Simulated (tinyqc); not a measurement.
The network against temperature: hopping conduction between localised states. Computed by tinyqc, a small Python program. Command: `OMP_NUM_THREADS=1 python tinyqc.py 3001010 3001011 out.jsonl hop walk`. One thread of a shared host (Intel(R) Xeon(R) Processor @ 2.30GHz), about 0.01 s of CPU time with the checks.

Energies are counted from the Fermi level. A small network shows the mechanism; the laws of an infinite system follow.

Inputs (values chosen for the exercise, for a model amorphous semiconductor): localisation length xi = 2.8 nm; temperature T = 39 K.

Dimension: 3D.

sites of the small network (nm, nm, meV):
```
       x     y  energy
1      0  4.12   -0.09
2   3.53  4.69    5.43
3   8.02  6.95   -5.18
4  11.85  1.09    -6.3
5  15.15  5.06   -1.54
6  19.09  4.08  -10.96
7     24  2.35    0.42
```

Constants: k_B = 8.617333262e-05 eV/K.

Method:
- Miller-Abrahams exponent s_ij = 2 r_ij/xi + (|E_i| + |E_j| + |E_i - E_j|)/(2 k_B T); G_ij = G_0 exp(-s_ij).
- Site 1 is held at potential 1 and site 7 at 0; Kirchhoff's law sum_j G_ij (u_i - u_j) = 0 fixes the others; G = sum_j G_1j (1 - u_j).
- Critical exponent s_c: the smallest value such that bonds with s_ij <= s_c connect site 1 with site 7.
- The last column is the length of the critical bond.

Network:

| T (K) | -ln(G/G_0) | s_c | critical hop (nm) |
|---|---|---|---|
| 12 | 11.055 | 11.084 | 8.5047 |
| 18 | 9.502 | 9.414 | 8.5047 |
| 27 | 8.306 | 8.151 | 5.0267 |
| 39 | 7.467 | 7.105 | 5.2059 |
| 58 | 6.754 | 6.261 | 7.0006 |
| 98 | 6.101 | 5.746 | 7.0006 |
| 200 | 5.600 | 5.366 | 7.0006 |
| 580 | 5.282 | 5.126 | 7.0006 |

-ln(G/G_0) follows s_c within 0.5. The critical hop is 8.50 nm long at the lowest T and 7.00 nm at the highest: on cooling the carrier goes farther to find a site of nearer energy, which is variable-range hopping, though in so small a sample not at every step.

Extremes, crossings and ranges named in words are read from the listed rows.
